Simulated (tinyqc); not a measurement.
Monte Carlo simulation of one carrier in a uniform electric field: one step, computed by the program tinyqc.

The force e F acts along +z. Flights end at the constant total rate Gamma; the part of Gamma that the real rates do not fill is self-scattering, which leaves k unchanged. One valley, no impurities and no intervalley scattering.

Question. Total rate Gamma. Parabolic band: E = hbar^2 k^2/(2 m), speed v = hbar k/m, states per spin, volume and energy g(E) = m k/(2 pi^2 hbar^2). Masses are multiplied by m_0 and all formulas are in SI units. Phonon occupation N_q = 1/(exp(hbar w/(k_B T)) - 1). Acoustic deformation potential (elastic, equipartition, absorption and emission together): 1/tau = 2 pi k_B T D_A^2 g(E)/(hbar rho v_l^2). Polar optical, unscreened: W = e^2 w (1/eps_inf - 1/eps_s) m (1 + 2 alpha E') ln|(k + k')/(k - k')| / (4 pi eps_0 hbar^2 k), times N_q for absorption (E' = E + hbar w) and N_q + 1 for emission (E' = E - hbar w > 0), with alpha = 0 for a parabolic band; mean cosine of the angle <cos> = (k^2 + k'^2)/(2 k k') - 1/ln|(k + k')/(k - k')|. Gamma is 1.05 times the largest total rate on the grid E = (j + 1/2) E_max/400, j = 0..399.

Inputs (values chosen for the exercise, for a model polar semiconductor):

| quantity | value | unit |
|---|---|---|
| effective mass m | 0.14 | m_0 |
| static permittivity eps_s | 13.6 | - |
| high-frequency permittivity eps_inf | 8.75 | - |
| density rho | 3090 | kg/m^3 |
| sound velocity v_l | 3600 | m/s |
| acoustic deformation potential D_A | 12 | eV |
| optical phonon energy hbar w | 25.4 | meV |
| lattice temperature T | 350 | K |
| energy E_max up to which Gamma must cover the rates | 0.6 | eV |

Crystal: polar. Band: parabolic.

Constants: k_B = 1.380649e-23 J/K; e = 1.602176634e-19 C; hbar = 1.054571817e-34 J s; m_0 = 9.1093837015e-31 kg; hbar = 6.582119569e-16 eV s; eps_0 = 8.8541878128e-12 F/m; k_B = 8.617333262e-05 eV/K.

Give: largest total rate; energy of the largest rate; Gamma.

Answer.

largest total rate = 55.82 1e12/s

energy of the largest rate = 101.25 meV

Gamma = 58.62 1e12/s
